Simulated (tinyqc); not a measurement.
# From one set of inputs to another, one input at a time

Model: strain, valley repopulation and piezoresistance in a many-valley conduction band. Computed by tinyqc, a small Python program. Command: `OMP_NUM_THREADS=1 python tinyqc.py 3025580 3025581 out.jsonl valleys ladder`. One thread of a shared host (Intel(R) Xeon(R) Processor @ 2.30GHz), about 0.08 s of CPU time with the checks.

Valleys are ellipsoids with mass m_l along the axis a and m_t across it, parabolic, with one constant relaxation time; strain shifts the valleys and leaves the masses alone. Currents are taken along [100], along the load, and along [010], across the load.

The inputs printed are set A. Inputs not listed in the table keep their values of set A, so the rows need not describe a real material.

Inputs (values chosen for the exercise, for a model crystal):
```
quantity,value,unit
longitudinal mass m_l,1.13,m_0
transverse mass m_t,0.211,m_0
shear deformation potential Xi_u,8.6,eV
dilation deformation potential Xi_d,1.2,eV
C11,164,GPa
C12,58.9,GPa
C44,84.9,GPa
stress X (tension positive),-49,MPa
electron density n,5.5e+18,1/cm^3
relaxation time tau,48,fs
temperature T,150,K
```

Valley axes: <100> (6 valleys in 3 pairs). Load: uniaxial [100].

Constants: k_B = 8.617333262e-05 eV/K; m_0 = 9.1093837015e-31 kg; k_B = 1.380649e-23 J/K; hbar = 1.054571817e-34 J s; e = 1.602176634e-19 C.

Method:
- Compliances S11 = (C11 + C12)/((C11 - C12)(C11 + 2 C12)), S12 = -C12/((C11 - C12)(C11 + 2 C12)), S44 = 1/C44; stress sigma_ij = X n_i n_j for the unit vector n of the load; e_xx = S11 sigma_xx + S12 (sigma_yy + sigma_zz), e_xy = S44 sigma_xy/2 (tensor strain).
- Herring-Vogt shift of a valley with unit axis a: dE = Xi_d tr(e) + Xi_u a.e.a.
- Each of the 6 valleys holds n_v = N_v (2/sqrt(pi)) F_1/2((E_F - dE_v)/(k_B T)), N_v = 2 (m_d k_B T/(2 pi hbar^2))^(3/2), m_d = (m_l m_t^2)^(1/3); E_F solves sum n_v = n and is counted from the unstrained edge.
- F_j(eta) = int_0^infinity x^j/(1 + exp(x - eta)) dx, without a gamma-function factor. It is evaluated after integrating by parts.
- Integrals over x = E/(k_B T) use 160 Gauss-Legendre points in u = sqrt(x) from 0 to sqrt(max(eta, 0) + 32).
- Mobility tensor mu = e tau sum_v (n_v/n) [1/m_t + (1/m_l - 1/m_t) a a^T]; unstrained mu_0 = e tau (1/m_l + 2/m_t)/3; resistivity along d from the inverse tensor, rho_d = d.mu^-1.d/(n e), mobility along d = 1/(d.mu^-1.d); gauge pi_d = (rho_d/rho_0 - 1)/X.
- With eta_0 the reduced Fermi level without strain, r = F_-1/2(eta_0)/(2 F_1/2(eta_0)) (1 for a classical gas) and c = r (Xi_u/k_B T) (m_l - m_t)/(2 m_l + m_t): pi11 = -(2/3) c (S11 - S12), pi12 = -pi11/2, pi44 = 0, with S11 - S12 = 1/(C11 - C12).

Each row keeps all changes above it:
```
input moved,from,to,mobility along the first direction (cm^2/(V s)),splitting (highest minus lowest) (meV),degeneracy factor r
set A,-,-,271.66,4.010,0.86147
transverse mass m_t (m_0),0.211,0.185,306.16,4.010,0.84525
longitudinal mass m_l (m_0),1.13,0.902,314.00,4.010,0.83017
temperature T (K),150,100,307.09,4.010,0.72943
relaxation time tau (fs),48,75,479.84,4.010,0.72943
dilation deformation potential Xi_d (eV),1.2,1.1,479.84,4.010,0.72943
stress X (tension positive) (MPa),-49,840,712.86,68.735,0.72943
C44 (GPa),84.9,79.8,712.86,68.735,0.72943
```

Mobility along the first direction goes from 272 to 713, a factor 2.62 in all. The largest single move comes from relaxation time tau (a factor 1.56). Splitting (highest minus lowest) goes from 4.01 to 68.7, a factor 17.1 in all. The largest single move comes from stress X (tension positive) (a factor 17.1). Degeneracy factor r goes from 0.861 to 0.729, a factor 0.847 in all. The largest single move comes from temperature T (a factor 0.879). The single moves hold for this order of the switches; the total does not depend on the order.

Extremes, crossings and ranges named in words are read from the listed rows.
